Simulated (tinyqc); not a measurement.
Inside a calculation. Method: MP2 on RHF in the 6-311g basis, for H2, spin multiplicity 1. Computed by tinyqc, a small Python program that keeps every step (integrals from PySCF). Settings: charge = 0, multiplicity = 1, basis = 6-311g, method = RHF, energy threshold = 1e-10, iteration cap = 51, orthogonalisation = symmetric, start = atomic densities, DIIS depth = 6. Command: `OMP_NUM_THREADS=1 python tinyqc.py 29434 29435 out.jsonl` (the two numbers bound the seeds that draw the settings). One thread of a shared host (Intel(R) Xeon(R) Processor @ 2.60GHz), about 0.09 s of CPU time with the checks. The early iterations of the SCF are left out here.

## One-electron integrals

Geometry (angstrom):
```
atom         x         y         z
H     0.000000  0.000000  0.000000
H     0.000000  0.000000  0.659000
```

Basis 6-311g: exponents (1/bohr^2) and contraction coefficients of normalised primitives:
```
element  l (shell)   exponent  coefficient
H            s (1)  33.865000     0.025494
H            s (1)   5.094790     0.190373
H            s (1)   1.158790     0.852161
H            s (2)   0.325840     1.000000
H            s (3)   0.102741     1.000000
```

Overlap, kinetic and nuclear-attraction integrals over the contracted functions; the nuclear repulsion is the sum of Za Zb / Rab.

nuclear repulsion = 0.80300032 hartree

overlap S:
```
          1H 1s     1H 2s     1H 3s     2H 1s     2H 2s     2H 3s
1H 1s  1.000000  0.706377  0.373664  0.349414  0.472746  0.322543
1H 2s  0.706377  1.000000  0.788963  0.472746  0.776729  0.698951
1H 3s  0.373664  0.788963  1.000000  0.322543  0.698951  0.923423
2H 1s  0.349414  0.472746  0.322543  1.000000  0.706377  0.373664
2H 2s  0.472746  0.776729  0.698951  0.706377  1.000000  0.788963
2H 3s  0.322543  0.698951  0.923423  0.373664  0.788963  1.000000
```

kinetic energy T (hartree):
```
          1H 1s     1H 2s     1H 3s     2H 1s     2H 2s     2H 3s
1H 1s  2.304348  0.549119  0.106346  0.199708  0.268502  0.082787
1H 2s  0.549119  0.488760  0.184881  0.268502  0.315688  0.150561
1H 3s  0.106346  0.184881  0.154112  0.082787  0.150561  0.134752
2H 1s  0.199708  0.268502  0.082787  2.304348  0.549119  0.106346
2H 2s  0.268502  0.315688  0.150561  0.549119  0.488760  0.184881
2H 3s  0.082787  0.150561  0.134752  0.106346  0.184881  0.154112
```

nuclear attraction V (hartree):
```
           1H 1s      1H 2s      1H 3s      2H 1s      2H 2s      2H 3s
1H 1s  -2.909816  -1.611515  -0.801779  -0.974110  -1.120646  -0.705084
1H 2s  -1.611515  -1.589354  -1.058646  -1.120646  -1.304388  -0.966991
1H 3s  -0.801779  -1.058646  -0.973482  -0.705084  -0.966991  -0.920156
2H 1s  -0.974110  -1.120646  -0.705084  -2.909816  -1.611515  -0.801779
2H 2s  -1.120646  -1.304388  -0.966991  -1.611515  -1.589354  -1.058646
2H 3s  -0.705084  -0.966991  -0.920156  -0.801779  -1.058646  -0.973482
```

core Hamiltonian H = T + V (hartree):
```
           1H 1s      1H 2s      1H 3s      2H 1s      2H 2s      2H 3s
1H 1s  -0.605468  -1.062395  -0.695433  -0.774402  -0.852144  -0.622297
1H 2s  -1.062395  -1.100594  -0.873765  -0.852144  -0.988701  -0.816430
1H 3s  -0.695433  -0.873765  -0.819370  -0.622297  -0.816430  -0.785404
2H 1s  -0.774402  -0.852144  -0.622297  -0.605468  -1.062395  -0.695433
2H 2s  -0.852144  -0.988701  -0.816430  -1.062395  -1.100594  -0.873765
2H 3s  -0.622297  -0.816430  -0.785404  -0.695433  -0.873765  -0.819370
```

## Two-electron integrals

Functions are numbered as in S; the eight-fold symmetry (ij|kl) = (ji|kl) = (kl|ij) leaves the list below.

Two-electron integrals (ij|kl) in chemists' order, unique and non-zero (hartree):
```
(11|11) 1.393035   (21|11) 0.822971   (21|21) 0.509703   (22|11) 0.822904
(22|21) 0.543028   (22|22) 0.644106   (31|11) 0.411256   (31|21) 0.257757
(31|22) 0.279868   (31|31) 0.130794   (32|11) 0.543681   (32|21) 0.365771
(32|22) 0.452669   (32|31) 0.189803   (32|32) 0.325140   (33|11) 0.494021
(33|21) 0.340115   (33|22) 0.445993   (33|31) 0.178035   (33|32) 0.331779
(33|33) 0.361682   (41|11) 0.392182   (41|21) 0.245759   (41|22) 0.265593
(41|31) 0.124635   (41|32) 0.179562   (41|33) 0.167624   (41|41) 0.153820
(42|11) 0.401031   (42|21) 0.265538   (42|22) 0.314304   (42|31) 0.136890
(42|32) 0.219902   (42|33) 0.214651   (42|41) 0.176411   (42|42) 0.226782
(43|11) 0.246244   (43|21) 0.165353   (43|22) 0.201562   (43|31) 0.085661
(43|32) 0.142973   (43|33) 0.142380   (43|41) 0.110601   (43|42) 0.147502
(43|43) 0.097378   (44|11) 0.771840   (44|21) 0.523873   (44|22) 0.642805
(44|31) 0.271986   (44|32) 0.454689   (44|33) 0.449124   (44|41) 0.392182
(44|42) 0.537199   (44|43) 0.353891   (44|44) 1.393035   (51|11) 0.537199
(51|21) 0.334513   (51|22) 0.359401   (51|31) 0.169423   (51|32) 0.242802
(51|33) 0.226616   (51|41) 0.176411   (51|42) 0.195720   (51|43) 0.122456
(51|44) 0.401031   (51|51) 0.226782   (52|11) 0.597687   (52|21) 0.397697
(52|22) 0.480003   (52|31) 0.205553   (52|32) 0.340198   (52|33) 0.339547
(52|41) 0.219962   (52|42) 0.275907   (52|43) 0.180109   (52|44) 0.597687
(52|51) 0.275907   (52|52) 0.388594   (53|11) 0.432885   (53|21) 0.294007
(53|22) 0.372084   (53|31) 0.153096   (53|32) 0.270617   (53|33) 0.282171
(53|41) 0.164468   (53|42) 0.216584   (53|43) 0.144462   (53|44) 0.476360
(53|51) 0.205418   (53|52) 0.308690   (53|53) 0.255182   (54|11) 0.523873
(54|21) 0.354173   (54|22) 0.436372   (54|31) 0.183851   (54|32) 0.310648
(54|33) 0.310626   (54|41) 0.245759   (54|42) 0.334513   (54|43) 0.221941
(54|44) 0.822971   (54|51) 0.265538   (54|52) 0.397697   (54|53) 0.320806
(54|54) 0.509703   (55|11) 0.642805   (55|21) 0.436372   (55|22) 0.550259
(55|31) 0.227144   (55|32) 0.398802   (55|33) 0.412448   (55|41) 0.265593
(55|42) 0.359401   (55|43) 0.241225   (55|44) 0.822904   (55|51) 0.314304
(55|52) 0.480003   (55|53) 0.397966   (55|54) 0.543028   (55|55) 0.644106
(61|11) 0.353891   (61|21) 0.221941   (61|22) 0.241225   (61|31) 0.112641
(61|32) 0.163657   (61|33) 0.153586   (61|41) 0.110601   (61|42) 0.122456
(61|43) 0.076737   (61|44) 0.246244   (61|51) 0.147502   (61|52) 0.180109
(61|53) 0.134413   (61|54) 0.165353   (61|55) 0.201562   (61|61) 0.097378
(62|11) 0.476360   (62|21) 0.320806   (62|22) 0.397966   (62|31) 0.166532
(62|32) 0.286222   (62|33) 0.292718   (62|41) 0.164468   (62|42) 0.205418
(62|43) 0.134413   (62|44) 0.432885   (62|51) 0.216584   (62|52) 0.308690
(62|53) 0.247725   (62|54) 0.294007   (62|55) 0.372084   (62|61) 0.144462
(62|62) 0.255182   (63|11) 0.445132   (63|21) 0.306829   (63|22) 0.403674
(63|31) 0.160688   (63|32) 0.300961   (63|33) 0.329603   (63|41) 0.158577
(63|42) 0.208364   (63|43) 0.139581   (63|44) 0.445132   (63|51) 0.208364
(63|52) 0.319888   (63|53) 0.270104   (63|54) 0.306829   (63|55) 0.403674
(63|61) 0.139581   (63|62) 0.270104   (63|63) 0.308410   (64|11) 0.271986
(64|21) 0.183851   (64|22) 0.227144   (64|31) 0.095460   (64|32) 0.162117
(64|33) 0.162893   (64|41) 0.124635   (64|42) 0.169423   (64|43) 0.112641
(64|44) 0.411256   (64|51) 0.136890   (64|52) 0.205553   (64|53) 0.166532
(64|54) 0.257757   (64|55) 0.279868   (64|61) 0.085661   (64|62) 0.153096
(64|63) 0.160688   (64|64) 0.130794   (65|11) 0.454689   (65|21) 0.310648
(65|22) 0.398802   (65|31) 0.162117   (65|32) 0.292446   (65|33) 0.309421
(65|41) 0.179562   (65|42) 0.242802   (65|43) 0.163657   (65|44) 0.543681
(65|51) 0.219902   (65|52) 0.340198   (65|53) 0.286222   (65|54) 0.365771
(65|55) 0.452669   (65|61) 0.142973   (65|62) 0.270617   (65|63) 0.300961
(65|64) 0.189803   (65|65) 0.325140   (66|11) 0.449124   (66|21) 0.310626
(66|22) 0.412448   (66|31) 0.162893   (66|32) 0.309421   (66|33) 0.343357
(66|41) 0.167624   (66|42) 0.226616   (66|43) 0.153586   (66|44) 0.494021
(66|51) 0.214651   (66|52) 0.339547   (66|53) 0.292718   (66|54) 0.340115
(66|55) 0.445993   (66|61) 0.142380   (66|62) 0.282171   (66|63) 0.329603
(66|64) 0.178035   (66|65) 0.331779   (66|66) 0.361682
```

## Orthogonalisation

S = U s U^T; symmetric (Loewdin) form X = U s^(-1/2) U^T, so that X^T S X = 1.

eigenvalues of S: 0.026455  0.147769  0.160322  0.763657  0.898570  4.003226

X:
```
           1H 1s      1H 2s      1H 3s      2H 1s      2H 2s      2H 3s
1H 1s   1.381569  -0.746117   0.217937  -0.076193   0.019205  -0.039778
1H 2s  -0.746117   2.516015  -1.220760   0.019205  -0.813608   0.482926
1H 3s   0.217937  -1.220760   3.075463  -0.039778   0.482926  -1.927111
2H 1s  -0.076193   0.019205  -0.039778   1.381569  -0.746117   0.217937
2H 2s   0.019205  -0.813608   0.482926  -0.746117   2.516015  -1.220760
2H 3s  -0.039778   0.482926  -1.927111   0.217937  -1.220760   3.075463
```

## Iteration 6 (converged): orbitals

converged F (hartree):
```
           1H 1s      1H 2s      1H 3s      2H 1s      2H 2s      2H 3s
1H 1s   0.514024  -0.501329  -0.496275  -0.570233  -0.570513  -0.478808
1H 2s  -0.501329  -0.403509  -0.397837  -0.570513  -0.506616  -0.415318
1H 3s  -0.496275  -0.397837  -0.252002  -0.478808  -0.415318  -0.266624
2H 1s  -0.570233  -0.570513  -0.478808   0.514024  -0.501329  -0.496275
2H 2s  -0.570513  -0.506616  -0.415318  -0.501329  -0.403509  -0.397837
2H 3s  -0.478808  -0.415318  -0.266624  -0.496275  -0.397837  -0.252002
```

Diagonalise F' = X^T F X, C = X C', fill 1 alpha and 1 beta electrons from the bottom; D = 2 C_occ C_occ^T. Each column has its largest component positive (the first on a tie).

F' = X^T F X (hartree):
```
           1          2          3          4          5          6
1   1.694572  -1.167852   0.014451  -0.496522  -0.149980  -0.157568
2  -1.167852   0.962005  -0.378804  -0.149980  -0.262108  -0.021487
3   0.014451  -0.378804   0.206513  -0.157568  -0.021487  -0.126918
4  -0.496522  -0.149980  -0.157568   1.694572  -1.167852   0.014451
5  -0.149980  -0.262108  -0.021487  -1.167852   0.962005  -0.378804
6  -0.157568  -0.021487  -0.126918   0.014451  -0.378804   0.206513
```

orbital energies (hartree): MO1 -0.622062, MO2 0.180492, MO3 0.299708, MO4 0.688909, MO5 2.299896, MO6 2.879236

coefficients C:
```
            MO1        MO2        MO3        MO4        MO5        MO6
1H 1s  0.204393   0.074049  -0.053038  -0.082594  -1.042825  -1.173157
1H 2s  0.287787  -0.082940  -0.676416  -1.935735   1.202138   1.879729
1H 3s  0.115699   2.598063   0.835049   2.374524  -0.486552  -1.268488
2H 1s  0.204393  -0.074049  -0.053038   0.082594  -1.042825   1.173157
2H 2s  0.287787   0.082940  -0.676416   1.935735   1.202138  -1.879729
2H 3s  0.115699  -2.598063   0.835049  -2.374524  -0.486552   1.268488
```

D after iteration 6:
```
          1H 1s     1H 2s     1H 3s     2H 1s     2H 2s     2H 3s
1H 1s  0.083553  0.117643  0.047296  0.083553  0.117643  0.047296
1H 2s  0.117643  0.165642  0.066593  0.117643  0.165642  0.066593
1H 3s  0.047296  0.066593  0.026772  0.047296  0.066593  0.026772
2H 1s  0.083553  0.117643  0.047296  0.083553  0.117643  0.047296
2H 2s  0.117643  0.165642  0.066593  0.117643  0.165642  0.066593
2H 3s  0.047296  0.066593  0.026772  0.047296  0.066593  0.026772
```

## Convergence

Stop when the energy changes by less than 1e-10 hartree and every element of the error matrix X^T (F D S - S D F) X is below 3e-06.

Course of the cycle:
```
iteration  E (hartree)     change  largest element of the error matrix
1          -0.82304496          -                             1.34e-01
2          -1.12261177  -3.00e-01                             1.57e-02
3          -1.12360019  -9.88e-04                             2.04e-03
4          -1.12361500  -1.48e-05                             3.16e-04
5          -1.12361533  -3.25e-07                             1.16e-07
6          -1.12361533  -5.84e-14                             4.13e-10
```

PySCF RHF in the same basis = -1.12361533 hartree

Converged in 6 iterations.

## Integrals over molecular orbitals

(pq|rs) = sum C_ip C_jq C_kr C_ls (ij|kl), one index at a time.

one-electron integrals over orbitals h = C^T H C (hartree):
```
           1          2          3          4          5          6
1  -1.304553   0.000000   0.139628   0.000000   0.114830   0.000000
2   0.000000  -0.459920   0.000000   0.205260   0.000000   0.017464
3   0.139628   0.000000  -0.380205   0.000000  -0.186578   0.000000
4   0.000000   0.205260   0.000000  -0.242202   0.000000  -0.239257
5   0.114830   0.000000  -0.186578   0.000000   1.080799   0.000000
6   0.000000   0.017464   0.000000  -0.239257   0.000000   1.531074
```

Two-electron integrals over orbitals (pq|rs), unique and non-zero (hartree):
```
(11|11) 0.682491    (21|21) 0.037182    (22|11) 0.338797    (22|22) 0.292759
(31|11) -0.139628   (31|22) -0.020214   (31|31) 0.054453    (32|21) 0.024302
(32|32) 0.044010    (33|11) 0.367183    (33|22) 0.271521    (33|31) -0.033638
(33|33) 0.282166    (41|21) -0.056281   (41|32) -0.014207   (41|41) 0.104827
(42|11) -0.130770   (42|22) -0.039207   (42|31) 0.034163    (42|33) -0.042858
(42|42) 0.047976    (43|21) 0.022307    (43|32) 0.016953    (43|41) -0.034820
(43|43) 0.020131    (44|11) 0.517969    (44|22) 0.322127    (44|31) -0.080036
(44|33) 0.316324    (44|42) -0.100169   (44|44) 0.449816    (51|11) -0.114830
(51|22) -0.006830   (51|31) 0.057312    (51|33) -0.025240   (51|42) 0.020731
(51|44) -0.054367   (51|51) 0.101929    (52|21) 0.003087    (52|32) 0.001092
(52|41) -0.002621   (52|43) -0.005008   (52|52) 0.008659    (53|11) 0.121945
(53|22) 0.027627    (53|31) -0.041534   (53|33) 0.036291    (53|42) -0.031577
(53|44) 0.074285    (53|51) -0.050287   (53|53) 0.039293    (54|21) -0.006756
(54|32) -0.022014   (54|41) -0.006622   (54|43) 0.002494    (54|52) -0.012313
(54|54) 0.034756    (55|11) 0.660513    (55|22) 0.327108    (55|31) -0.136561
(55|33) 0.359662    (55|42) -0.120783   (55|44) 0.494460    (55|51) -0.139056
(55|53) 0.128488    (55|55) 0.673904    (61|21) -0.028063   (61|32) 0.010657
(61|41) 0.071773    (61|43) -0.029855   (61|52) 0.017459    (61|54) -0.046882
(61|61) 0.108312    (62|11) -0.022764   (62|22) 0.012076    (62|31) 0.018353
(62|33) 0.001637    (62|42) -0.000195   (62|44) -0.003746   (62|51) 0.031482
(62|53) -0.011793   (62|55) -0.030350   (62|62) 0.016565    (63|21) 0.026078
(63|32) 0.003194    (63|41) -0.051523   (63|43) 0.017606    (63|52) -0.003144
(63|54) 0.015853    (63|61) -0.052900   (63|63) 0.033138    (64|11) 0.155515
(64|22) 0.018707    (64|31) -0.061684   (64|33) 0.040459    (64|42) -0.037338
(64|44) 0.089705    (64|51) -0.081220   (64|53) 0.050822    (64|55) 0.165643
(64|62) -0.029639   (64|64) 0.088472    (65|21) 0.065117    (65|32) 0.014596
(65|41) -0.125091   (65|43) 0.049193    (65|52) -0.014116   (65|54) 0.042662
(65|61) -0.139026   (65|63) 0.082445    (65|65) 0.221294    (66|11) 0.728237
(66|22) 0.346989    (66|31) -0.165434   (66|33) 0.374939    (66|42) -0.142993
(66|44) 0.551399    (66|51) -0.191798   (66|53) 0.155899    (66|55) 0.751747
(66|62) -0.045650   (66|64) 0.215863    (66|66) 0.884114
```

## Second-order Moller-Plesset energy

Hartree-Fock energy = -1.12361533 hartree

E2 = sum_ijab (ia|jb) [2 (ia|jb) - (ib|ja)] / (e_i + e_j - e_a - e_b) over occupied i, j and virtual a, b; the opposite-spin part is (ia|jb)^2 / denominator, the rest is same-spin, and SCS-MP2 scales them by 6/5 and 1/3.

Terms:
```
i  j  a  b    (ia|jb)    (ib|ja)  denominator       term
1  1  4  4   0.104827   0.104827    -2.621943  -0.004191
1  1  5  5   0.101929   0.101929    -5.843918  -0.001778
1  1  6  6   0.108312   0.108312    -7.002597  -0.001675
1  1  3  3   0.054453   0.054453    -1.843540  -0.001608
1  1  2  4  -0.056281  -0.056281    -2.113526  -0.001499
1  1  4  2  -0.056281  -0.056281    -2.113526  -0.001499
1  1  6  4   0.071773   0.071773    -4.812270  -0.001070
1  1  4  6   0.071773   0.071773    -4.812270  -0.001070
1  1  2  2   0.037182   0.037182    -1.605108  -0.000861
1  1  5  3   0.057312   0.057312    -3.843729  -0.000855
1  1  3  5   0.057312   0.057312    -3.843729  -0.000855
1  1  6  2  -0.028063  -0.028063    -4.303853  -0.000183
1  1  2  6  -0.028063  -0.028063    -4.303853  -0.000183
```

Pair energies (hartree; pair i-j sums ij and ji):
```
pair  opposite spin  same spin
1-1       -0.017327          0
```

MP2 correlation energy = -0.01732724 hartree

SCS-MP2 correlation energy = -0.02079269 hartree

MP2 total energy = -1.14094257 hartree
